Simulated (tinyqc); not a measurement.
The decay curve: photoconductance decay in a wafer: bulk and surface recombination modes, and iron detection by pair splitting. Computed by tinyqc, a small Python program. Command: `OMP_NUM_THREADS=1 python tinyqc.py 3110698 3110699 out.jsonl pcd walk`. One thread of a shared host (Intel(R) Xeon(R) Processor @ 2.30GHz), about 0.01 s of CPU time with the checks.

Both faces of the wafer have the same S; injection is low and all coefficients are constant. x runs from -W/2 to W/2.

Inputs (values chosen for the exercise, modelled on p-type silicon): thickness W = 525 micrometre; diffusivity D = 25.2 cm^2/s; bulk lifetime tau_b without iron = 19 microsecond; surface recombination velocity S = 4300 cm/s; absorption coefficient alpha = 310 1/cm.

Method:
- Even modes cos(a x) obey b tan b = S W/(2 D) with b = a W/2, odd modes sin(a x) obey -b cot b = S W/(2 D); each decays at the rate 1/tau_b + D a^2.
- tau_eff is the decay time of the first mode. The surface time is 1/(D a^2) of that mode; shortcuts for it are W/(2 S), W^2/(pi^2 D) and their sum, whose error is sum/surface time - 1.
- Light from one face makes n(x, 0) proportional to exp(-alpha (x + W/2)). Only even modes carry the thickness average: weight c_n = [sin b/b] int n cos(a x) dx / (int cos^2(a x) dx x mean n), with int exp(-alpha (x + W/2)) cos(a x) dx = [alpha cos b (1 - E) + a sin b (1 + E)]/(alpha^2 + a^2), E = exp(-alpha W), and int cos^2 = W/2 + sin(2 b)/(2 a).
- Mean density = sum_n c_n exp(-t/tau_n) over 60 modes; the local decay time is -1/(d ln n/dt).

W^2/(pi^2 D) = 11.0820 microsecond

tau_eff = 8.80901 microsecond

Decay:
```
t / (W^2/(pi^2 D))  t (microsecond)  mean density/start  local decay time (microsecond)
0.02                          0.222             0.84924                          1.8056
0.05                          0.554             0.73000                          2.5940
0.10                          1.108             0.60995                          3.5854
0.20                          2.216             0.47228                          5.0922
0.50                          5.541             0.28390                          7.7683
1.00                         11.082             0.14718                          8.7416
2.00                         22.164             0.04176                          8.8088
```

The local decay time goes from 1.81 to 8.81 microsecond against tau_eff = 8.81. Early on higher modes speed the decay, so a fit must start late.
